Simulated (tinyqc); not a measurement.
What moves the Fermi level: gated graphene: carriers, quantum capacitance and optical conductivity.

Cones E = +/- hv |k|, four flavours, D(E) = 2|E|/(pi hv^2). n = (2/pi)(kT/hv)^2 F_1(mu/kT), p = (2/pi)(kT/hv)^2 F_1(-mu/kT), in 1/angstrom^2 (1e16 for 1/cm^2); F_1(eta) = integral_0^infinity x dx/(1 + exp(x - eta)). Cq/e^2 = d(n - p)/d mu = (2 kT/(pi hv^2)) ln(2 + 2 cosh(mu/kT)).

Gate: V = mu/e + e (n - p)/Cox with Cox/e^2 = k/(4 pi e2 t), t in angstrom, e2 = e^2/(4 pi eps0); 1/(eV angstrom^2) in C/e^2 equals 1602.176634 microfarad/cm^2; total 1/C = 1/Cox + 1/Cq.

Constants: kB = 8.617333262e-05 eV/K; e^2/(4 pi eps0) = 14.39964547 eV angstrom.

Values chosen for the exercise (Fermi velocity near that of graphene, gate dielectric near hBN; shifted at random, so the results belong to these values and not to a real crystal):
```
symbol  value  unit         meaning
hv      7.08   eV angstrom  hbar vF
T       300    K
k       3.48                dielectric constant of the gate layer
t       30     nm           its thickness
V       -2.87  V            gate voltage from the neutrality point
```

All results formed anew.

One parameter was then changed.

Results before and after:
```
case     mu (eV)  n - p (1/cm^2)   C/Cox
base     -0.1587      -1.738e+12  0.9692
changed  -0.1909      -2.454e+12  0.9636
```

Which of these changes was made? (a) hv = 7.79 eV angstrom; (b) T = 400 K; (c) t = 21 nm; (d) V = -3.731 V; (e) k = 4.18.

Answer: (c) t = 21 nm. Of the candidates, run in turn, only this one gives the changed row.

All candidates:
```
case                   mu (eV)  n - p (1/cm^2)   C/Cox
base                   -0.1587      -1.738e+12  0.9692
V = -3.731 V           -0.1834      -2.274e+12  0.9732
t = 21 nm              -0.1909      -2.454e+12  0.9636
k = 4.18               -0.1746      -2.075e+12  0.9665
hv = 7.79 eV angstrom  -0.1753      -1.727e+12  0.9663
T = 400 K              -0.1535      -1.741e+12  0.9683
```

(tinyqc, `OMP_NUM_THREADS=1 python tinyqc.py 1651363 1651364 out.jsonl`, Intel(R) Xeon(R) Processor @ 2.30GHz, 1 thread, shared host, about 0.01 s.)
